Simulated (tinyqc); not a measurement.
Worked calculation: geometry optimisation on the UHF/sto-3g surface (energies and gradients from PySCF), for H4, spin multiplicity 3. One step of it, computed by the program tinyqc.

Problem. Step 1: move. Steepest descent, p = -g / 0.15; steps longer than 0.5 bohr are cut back (factor 0.188 here).

positions at the start (bohr):
```
,x,y,z
1H,0.013228,0.022677,0.034015
2H,0.083148,-0.028346,1.664849
3H,-0.092597,2.107045,0.096376
4H,-0.092597,2.088147,1.517450
```

gradient (hartree/bohr):
```
,x,y,z
1H,0.00659283,0.00433613,0.25021426
2H,-0.00660000,-0.00028118,-0.23663212
3H,0.00306465,0.00490191,0.13441762
4H,-0.00305749,-0.00895686,-0.14799975
```

Give: positions after step 1.

Solution.

positions after step 1 (bohr):
```
,x,y,z
1H,0.0050,0.0172,-0.2799
2H,0.0914,-0.0280,1.9618
3H,-0.0964,2.1009,-0.0723
4H,-0.0888,2.0994,1.7031
```
